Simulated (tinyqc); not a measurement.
## Gated graphene, quantum capacitance: effect of the gate voltage

phi is the Fermi level above the Dirac point, in volts; Vg is counted from the gate voltage of charge neutrality. Ideal linear bands, no charge puddles.

N0 = (2/pi)(kB T/(hbar vF))^2; n = N0 F1(phi/Vt), p = N0 F1(-phi/Vt), F1(e) = int_0^infinity u du/(1 + exp(u - e)) = -Li2(-exp(e)); Cq = q d(n - p)/dphi = (q N0/Vt) ln[2 (1 + cosh(phi/Vt))]. Cox = eps0 eox/tox; Vg = phi + q (n - p + Dit phi)/Cox. 1/C_G = 1/Cox + 1/(Cq + q Dit); dphi/dVg = Cox/(Cox + Cq + q Dit).

Parameters, values chosen for the exercise; values close to those of graphene: temperature T = 77 K; relative permittivity of the gate insulator (close to silicon nitride) eox = 7.33; insulator thickness tox = 24 nm; Fermi velocity vF = 1.07e6 m/s; density of traps Dit = 0 cm^-2 eV^-1.

Constants: q = 1.602176634e-19 C, kB = 1.380649e-23 J/K, hbar = 1.054571817e-34 J s, Vt = kB T/q, eps0 = 8.8541878128e-14 F/cm where lengths are in cm. Results are converted to the units shown.

The same in every row: Cox (uF/cm^2) = 0.2704.

Results:
```
Vg (V)	phi (V)	n - p (cm^-2)	Cq (uF/cm^2)	C_G (uF/cm^2)	dphi/dVg	n + p (cm^-2)
-0.3	-0.07584	-3.784e11	1.559	0.2305	0.1478	3.784e11
0.12	0.04328	1.295e11	0.8904	0.2074	0.2330	1.295e11
0.33	0.08016	4.217e11	1.648	0.2323	0.1409	4.217e11
0.54	0.1061	7.323e11	2.183	0.2406	0.1102	7.323e11
0.76	0.1283	1.066e12	2.639	0.2453	0.09295	1.066e12
0.97	0.1467	1.390e12	3.016	0.2482	0.08229	1.390e12
1.18	0.1631	1.716e12	3.354	0.2502	0.07461	1.716e12
1.39	0.1781	2.045e12	3.663	0.2518	0.06875	2.045e12
1.6	0.1921	2.376e12	3.949	0.2531	0.06408	2.376e12
```

Estimate the missing row, Vg = -0.09 V.

Computed row:
```
Vg (V)	phi (V)	n - p (cm^-2)	Cq (uF/cm^2)	C_G (uF/cm^2)	dphi/dVg	n + p (cm^-2)
-0.09	-0.03580	-9.148e10	0.7374	0.1979	0.2683	9.153e10
```

With this row back in the table: As Vg goes from -0.3 to 1.6, Cq goes from 1.56 through a minimum of 0.737 (at Vg = -0.09 among the rows listed) to 3.95 uF/cm^2, C_G/Cox goes from 0.852 through a minimum of 0.732 (at Vg = -0.09 among the rows listed) to 0.936 and n - p rises from -3.78e11 to 2.38e12 cm^-2. Cq exceeds Cox in every row, so the insulator is the tighter limit, though Cq still cuts C_G by up to 27 %. At neutrality Cq is (q N0/Vt) ln 4 = 0.189 uF/cm^2, and far from it Cq grows as |phi|.

Program tinyqc, `OMP_NUM_THREADS=1 python tinyqc.py 2200051 2200052 out.jsonl`; Intel Xeon 2.30GHz, shared host, one thread, about 0.01 s.
